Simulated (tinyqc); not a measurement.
## Pelgrom slope, floor and doping from two device sizes

Problem. s^2 = A^2/(L W) + s0^2, with s0 independent of size and A = (q/Cox) sqrt(Na Wd/3) from random dopants alone, Cox = 3.9 eps0/ti. Find A, s0 and Na.

Inputs (values chosen for the exercise):
```
symbol,value,unit,meaning
ti,2.3,nm,oxide-equivalent thickness in inversion
```

Constants: q = 1.602176634e-19 C, eps0 = 8.8541878128e-14 F/cm where lengths are in cm. Results are converted to the units shown.

s for gate areas 0.0011 and 0.033 um^2 (mV): 54.6249241  10.1845837
Wd = 15.4175542 nm

Solution. s^2 is linear in 1/area: slope A^2, intercept s0^2.

A = 1.81 mV um
s0 = 2.10 mV
Na = 5.60e18 cm^-3

tinyqc, about 0.01 s, one thread, Intel Xeon 2.30GHz (shared host): `OMP_NUM_THREADS=1 python tinyqc.py 2090033 2090034 out.jsonl`
